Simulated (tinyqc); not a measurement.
## MOS structure on a p-type body with a doping step (retrograde), non-linear Poisson equation by Newton steps: charge and capacitance against gate voltage

One dimension, insulator interface at x = 0, acceptor density N1 for x < x1 and Na beyond, net doping C = -(acceptor density). psi is counted from the intrinsic level: n = ni exp((psi - Vb)/Vt), p = ni exp(-psi/Vt); deep in the body psi_b = -Vt ln(Na/ni). The gate acts through Cox = eps0 eox/tox and has the potential psi_G = Vg - (phiM - chi - Vt ln(Nc/ni)). Boltzmann statistics, full ionisation, classical densities, no oxide or interface charge.

ni = sqrt(Nc Nv) exp(-Eg/(2 Vt)), Eg in volts. The Poisson equation d/dx(eps0 eps_r dpsi/dx) = -q (p - n + C), with eps0 eps_r dpsi/dx = -Cox (psi_G - psi_0) at x = 0, is solved on a mesh of about 600 nodes or more. N_inv is the integral of n less its value deep in the body. C_LF = Cox (1 - dpsi_0/dVg) with all carriers following; C_HF is the same with the electron quasi-Fermi level shifting uniformly so that N_inv stays fixed. The centroid is that of the same excess.

Parameters, values chosen for the exercise; band and dielectric values close to those of silicon:
```
symbol    value   unit                                                                 meaning
T           250      K                                                             temperature
Eg          1.1     eV                                                                band gap
eps_r      11.8                                                          relative permittivity
Nc      2.11e19  cm^-3                                  conduction-band density of states at T
Nv      2.02e19  cm^-3                                     valence-band density of states at T
chi        4.05     eV                                                       electron affinity
Na       5.3e16  cm^-3                                       acceptor density deep in the body
eox         3.9         relative permittivity of the gate insulator (close to silicon dioxide)
tox          11     nm                                                     insulator thickness
phiM       4.17     eV                                                      gate work function
Vb            0      V                         electron quasi-Fermi potential against the body
x1           49     nm                                                depth of the doping step
N1       5.3e15  cm^-3                                         acceptor density above the step
```

Constants: q = 1.602176634e-19 C, kB = 1.380649e-23 J/K, Vt = kB T/q, eps0 = 8.8541878128e-14 F/cm where lengths are in cm. Results are converted to the units shown.

Charge and capacitance against gate voltage:
```
Vg (V)  psi_0 - psi_b (V)  N_inv (cm^-2)  C_LF/Cox  C_HF/Cox  centroid (nm)
-0.05               0.580         8.63e4     0.209     0.209           3.26
0.07                0.676         6.58e6     0.198     0.198           2.93
0.19                0.772         5.34e8     0.196     0.188           2.68
0.31                0.859        2.74e10     0.455     0.181           2.47
0.43                0.901        1.65e11     0.783     0.178           2.27
0.55                0.921        3.56e11     0.874     0.178           2.10
0.66                0.932        5.46e11     0.908     0.178           1.96
0.78                0.942        7.60e11     0.928     0.178           1.84
0.9                 0.950        9.78e11     0.941     0.178           1.73
1.02                0.956        1.20e12     0.950     0.178           1.64
1.14                0.962        1.42e12     0.956     0.178           1.56
```

N_inv goes from 86300 to 1.42e12 cm^-2 and passes 2e11 cm^-2 at Vg = 0.453 V. Below threshold it takes 62.9 mV a decade between Vg = 0.07 and 0.19 V, against Vt ln 10 = 49.6 mV. C_LF/Cox is lowest, 0.196, at Vg = 0.19 V among the rows listed and ends at 0.956, while C_HF/Cox ends at 0.178. Between the last two rows q dN_inv/dVg is 0.950 Cox. Where the classical centroid is under about 2 nm, confinement would move the charge away from the interface and raise the threshold.

Numbers from tinyqc (`OMP_NUM_THREADS=1 python tinyqc.py 2080064 2080065 out.jsonl`; about 0.4 s on one thread of a shared Intel Xeon 2.30GHz).
